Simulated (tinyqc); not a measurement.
Raising the sheet density: Gamma, L and X subbands of a thin body with non-parabolic valleys.

Hard walls, flat band, c = hbar^2/2m0, energies from the bulk Gamma edge. For a valley at angle theta to the normal 1/m_z = cos^2/ml + sin^2/mt and m_d = sqrt(ml mt^2/m_z). Subband n starts at E_v + e with e (1 + a e) = c (n pi/t)^2/m_z, and its density-of-states mass is taken as m_d (1 + 2 a e), without further growth at higher in-plane energy. Groups are named by valley and degeneracy.

n_i = g m/(2 pi c) kB T ln(1 + exp((EF - E_i)/kB T)), sum n_i = Ns (1e12/cm^2 = 1e-4/angstrom^2), c = hbar^2/2m0. Quantum capacitance Cq = 1602.176634 sum g m/(2 pi c) f_i in microfarad/cm^2 with f_i = 1/(1 + exp((E_i - EF)/kB T)); Cox = 34.5313/eot (one gate); C/Cox = Cq/(Cq + Cox), the centroid term left out.

Constants: hbar^2/2m0 = 3.80998211 eV angstrom^2; kB = 8.617333262e-05 eV/K.

Inputs chosen for the exercise (near those of a thin Ge channel; shifted at random, so the results belong to these values and not to a real crystal): face = 110 (surface); mG = 0.0384 m0 (Gamma mass); aG = 1.04 1/eV (Gamma non-parabolicity); EL = -0.151 eV (L edge above Gamma); mL = (1.59, 0.084) m0 (L valleys (four, along <111>): ml, mt); EX = 0.035 eV (X edge above Gamma); mX = (0.917, 0.191) m0 (Delta valleys (six, along <100>): ml, mt); aS = 0.49 1/eV (non-parabolicity of L and X); t = 38 angstrom (body thickness); T = 300 K (temperature); eot = 6 angstrom (equivalent oxide thickness); Nl = (0.5, 1, 2, 4, 7, 11, 16) x 1e12/cm^2 (sheet densities).

Fixed thickness, n = 1 to 8 of all groups; the gate overdrive above the lowest edge is (EF - E_lowest)/e + 0.1602177 Ns/Cox in volts.

Results:
```
Ns (1e12/cm^2)  EF - lowest (eV)  Gamma share (%)     Cq  C/Cox  overdrive (V)
0.5                       -0.060              0.0   2.96  0.340         -0.046
1.0                       -0.041              0.0   5.66  0.496         -0.013
2.0                       -0.021              0.0  10.37  0.643          0.035
4.0                        0.003              0.0  17.61  0.754          0.114
7.0                        0.025              0.0  24.75  0.811          0.220
11.0                       0.048              0.0  30.64  0.842          0.354
16.0                       0.072              0.0  36.41  0.864          0.518
```

The lowest subband is L2 n=1; the light Gamma level lies 502 meV above it, above that valley in the bulk already and lifted further by confinement. At the highest density band filling takes 0.072 V of the 0.518 V overdrive. Cq grows from 3.0 to 36.4 microfarad/cm^2 while EF moves from -0.060 to +0.072 eV against the lowest edge; the Gamma share stays near 0 %.

tinyqc: `OMP_NUM_THREADS=1 python tinyqc.py 1280659 1280660 out.jsonl`; about 0.02 s, one thread, shared Intel(R) Xeon(R) Processor @ 2.30GHz.
